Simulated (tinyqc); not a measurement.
k.p theory built from an empirical-pseudopotential calculation at Gamma: one step. Luttinger parameters from the curvatures. Five cases, with inputs chosen for the exercise.

Problem. A pseudopotential band calculation without spin-orbit coupling gave the curvatures below. The valence triplet at Gamma has curvatures (units of hbar^2/2m0) L (once), M (twice) along [100] and (L + 2M + 2N)/3 (once), (L + 2M - N)/3 (twice) along [111]. g1 = -(L + 2M)/3, g2 = -(L - M)/6, g3 = -N/6; heavy and light masses 1/(g1 -/+ 2 g2) along [100], 1/(g1 -/+ 2 g3) along [111].

Give: L, M, N; g1, g2, g3; masses: heavy and light [100], heavy and light [111].

Case 1.

eigenvalues along [100]: -36.41417  -1.65754  -1.65754

eigenvalues along [111]: -38.30176  -0.71375  -0.71375

Solution.

L, M, N: -36.414  -1.658  -37.588

g1, g2, g3: 13.243  5.793  6.265

masses: heavy and light [100], heavy and light [111] (m0): 0.603  0.040  1.401  0.039

Case 2.

eigenvalues along [100]: -14.02796  -2.26170  -2.26170

eigenvalues along [111]: -16.69081  -0.93028  -0.93028

Solution.

L, M, N: -14.028  -2.262  -15.761

g1, g2, g3: 6.184  1.961  2.627

masses: heavy and light [100], heavy and light [111] (m0): 0.442  0.099  1.075  0.087

Case 3.

eigenvalues along [100]: -4.45369  -1.06372  -1.06372

eigenvalues along [111]: -5.69102  -0.44505  -0.44505

Solution.

L, M, N: -4.454  -1.064  -5.246

g1, g2, g3: 2.194  0.565  0.874

masses: heavy and light [100], heavy and light [111] (m0): 0.940  0.301  2.247  0.254

Case 4.

eigenvalues along [100]: -4.59294  -1.07498  -1.07498

eigenvalues along [111]: -5.84968  -0.44660  -0.44660

Solution.

L, M, N: -4.593  -1.075  -5.403

g1, g2, g3: 2.248  0.586  0.901

masses: heavy and light [100], heavy and light [111] (m0): 0.930  0.292  2.239  0.247

Case 5.

eigenvalues along [100]: -17.02331  -3.06059  -3.06059

eigenvalues along [111]: -20.59181  -1.27633  -1.27633

Solution.

L, M, N: -17.023  -3.061  -19.315

g1, g2, g3: 7.715  2.327  3.219

masses: heavy and light [100], heavy and light [111] (m0): 0.327  0.081  0.783  0.071

Computed by tinyqc, one run a case: `OMP_NUM_THREADS=1 python tinyqc.py N N+1 out.jsonl` with N = 1050977, 1051058, 1051139, 1051169, 1051290; one thread of a shared Intel(R) Xeon(R) Processor @ 2.30GHz, about 0.9 s a run at most.
